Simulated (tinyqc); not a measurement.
What each parameter does: Landau levels of massless Dirac electrons.

E_N = sqrt(2N) hv/l for N = 0, 1, 2, ... and the mirror levels below zero; each is fourfold (spin, valley), Zeeman splitting left out; half of level 0 belongs to the electrons.

In a field B along z: l = 1/sqrt((e/hbar) B) is the magnetic length, n_B = B/(h/e) the number of states per area in one level, hbar wc = 2 muB B/m for mass m in m0; 1/angstrom^2 = 1e16/cm^2.

Level 0 takes 2 n_B electrons and each higher level 4 n_B. At zero temperature and without broadening EF sits in the partly filled level.

Constants: e/hbar = 1.519267448e-05 1/(T angstrom^2); h/e = 413566.7697 T angstrom^2; muB = 5.788381798e-05 eV/T.

Inputs chosen for the exercise (out of a larger set: near those of graphene; not measured data): hv = 7.22 eV angstrom (hbar v); B = 2.5 T (magnetic field); n = 13 x 1e11/cm^2 (electron sheet density).

The second and third levels from below, nu = n/n_B, and EF.

One parameter was then changed.

Results before and after:

| case | second level (meV) | third level (meV) | nu | EF (meV) |
|---|---|---|---|---|
| base | 62.93 | 88.99 | 21.51 | 140.71 |
| changed | 62.93 | 88.99 | 18.20 | 140.71 |

Which of these changes was made? (a) n = 11 x 1e11/cm^2; (b) hv = 6.14 eV angstrom; (c) B = 2.12 T.
Answer: (a) n = 11 x 1e11/cm^2. Of the candidates, run in turn, only this one gives the changed row.

All candidates:

| case | second level (meV) | third level (meV) | nu | EF (meV) |
|---|---|---|---|---|
| base | 62.93 | 88.99 | 21.51 | 140.71 |
| B = 2.12 T | 57.95 | 81.95 | 25.36 | 141.94 |
| hv = 6.14 eV angstrom | 53.51 | 75.68 | 21.51 | 119.66 |
| n = 11 x 1e11/cm^2 | 62.93 | 88.99 | 18.20 | 140.71 |

(tinyqc, `OMP_NUM_THREADS=1 python tinyqc.py 1281891 1281892 out.jsonl`, Intel(R) Xeon(R) Processor @ 2.30GHz, 1 thread, shared host, about 0.01 s.)
